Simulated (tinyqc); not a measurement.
# Worked calculation: input admittance of a MOSFET at zero drain bias: distributed channel and distributed gate

Numbers from tinyqc (`OMP_NUM_THREADS=1 python tinyqc.py 2262015 2262016 out.jsonl`; about 0.01 s on one thread of a shared Intel Xeon 2.30GHz). Printed values are rounded.

Source and drain grounded, strong inversion, w = 2 pi f, Cox = eps0 eox/tox. The channel is an RC line of resistance 1/(mu Cox Vo) per square fed from both ends, so one finger has the intrinsic admittance y = i w Cox L tanh(g)/g per width, g = (1/2) sqrt(i w tau), tau = L^2/(mu Vo). The vertical resistance rv/L is in series with y, the overlaps 2 i w Cov in parallel: y_t = 1/(1/y + rv/L) + 2 i w Cov. The gate strip is a line of Rsh/L per length loaded by y_t, so a finger has Y = y_t Wf tanh(k)/k, k = (Wf/sd) sqrt(y_t Rsh/L); the device has Nf Y.

Parameters, values chosen for the exercise; values of the order met in silicon radio-frequency transistors:

| symbol | value | unit | meaning |
|---|---|---|---|
| eox | 3.9 |  | relative permittivity of the gate insulator (close to silicon dioxide) |
| tox | 1.7 | nm | insulator thickness |
| L | 0.096 | um | channel length |
| Wf | 3.9 | um | finger width |
| Nf | 64 |  | number of fingers |
| mu | 250 | cm^2/(V s) | channel mobility |
| Vo | 0.54 | V | gate overdrive |
| Rsh | 9 | ohm/square | sheet resistance of the gate |
| rv | 7.7 | ohm um^2 | vertical resistivity of the gate stack |
| sd | 1 |  | number of ends at which a finger is contacted |
| Cov | 0.38 | fF/um | overlap and fringe capacitance on each side |
| f | 22 | GHz | frequency |

Constants: eps0 = 8.8541878128e-14 F/cm where lengths are in cm. Results are converted to the units shown.

## Low-frequency resistances and capacitance

Low-frequency limits, with c = Cox L and ct = c + 2 Cov: R_strip = Rsh Wf/(3 sd^2 L Nf), R_ch = (c/ct)^2 L/(12 mu Cox Vo Wf Nf), R_vert = (c/ct)^2 rv/(L Wf Nf), C = ct Wf Nf.

parts (ohm): strip 1.904297, channel 0.06051715, vertical 0.1663819
sum = 2.131196 ohm
C = 676.4172 fF
1/(2 pi R C) = 110.4033 GHz

The strip term is the largest, 89.4 % of the sum.

## Admittance of the channel and stack per width

tau, g, c = Cox L, y and y_t as defined.

tau = 0.6826667 ps
g = 0.1086077+0.1086077i
c = 1.950005 fF/um
y = 2.1195+269.5293i uS/um
y_t = 7.9402+374.3667i uS/um

w tau = 0.0944, and Im y is 1.00 of w c.

## Input impedance of the device

k and Y as defined; Z = 1/(Nf Y) = R + 1/(i w C); Q = |Im Z|/R; signal at the point farthest from a contact |1/cosh k|.

k = 0.5221426+0.5111855i
Nf Y = 17.66120+89.40963i mS
R = 2.126319 ohm
C = 672.0554 fF
Q = 5.062488
signal at the far point = 0.9717445

R is 0.23 % below its low-frequency limit and C is 0.64 % below its own.
